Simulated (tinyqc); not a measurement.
The flat edge band: zigzag graphene nanoribbon in tight binding.

A zigzag ribbon of N chains, sites A1, B1, A2, ..., BN across it. For each k it is a chain with bonds -2t cos(k/2) (A_n to B_n) and -t (B_n to A_(n+1)), and +D, -D on A and B. A1 and BN are the edge sites; the Dirac points project to k = 2 pi/3.

Values chosen for the exercise (out of a larger set: near those used for graphene; not measured data):
- t = 2.99 eV (hopping)
- D = 0 eV (sublattice potential, +D on A and -D on B)
- Nw = 18 (chains, N of this table)

A ribbon of N = Nw chains: lowest positive level, next level, and weight on the two edge sites per state of the middle pair, along k.

Along k:

| k/pi | 2 cos(k/2) | lowest level (eV) | next (eV) | edge weight |
|---|---|---|---|---|
| 0.50 | 1.4142 | 1.34520 | 1.6332 | 0.020 |
| 0.60 | 1.1756 | 0.67831 | 1.0533 | 0.042 |
| 0.65 | 1.0450 | 0.35106 | 0.8146 | 0.081 |
| 0.70 | 0.9080 | 0.10095 | 0.7189 | 0.200 |
| 0.75 | 0.7654 | 0.01006 | 0.8832 | 0.415 |
| 0.80 | 0.6180 | 0.00032 | 1.2266 | 0.618 |
| 0.85 | 0.4669 | 0.00000 | 1.6372 | 0.782 |
| 0.90 | 0.3129 | 0.00000 | 2.0762 | 0.902 |
| 0.95 | 0.1569 | 0.00000 | 2.5294 | 0.975 |
| 1.00 | 0.0000 | 0.00000 | 2.9900 | 1.000 |

What can be read from this table?

Beyond k = 2 pi/3 the lowest level sinks towards zero: it is within 1 meV of that from k/pi = 0.80 on. The edge weight grows from 0.20 at 0.70 to 1 at pi, where the chain breaks into dimers and the next level is sqrt(t^2 + D^2) = 2.9900 eV. So flat a band is sensitive to interactions, which this model leaves out; they matter once they exceed the splitting of the middle pair (2D, or for D = 0 only the small overlap of the two edges).

tinyqc: `OMP_NUM_THREADS=1 python tinyqc.py 1481788 1481789 out.jsonl`; about 0.01 s, one thread, shared Intel(R) Xeon(R) Processor @ 2.30GHz.
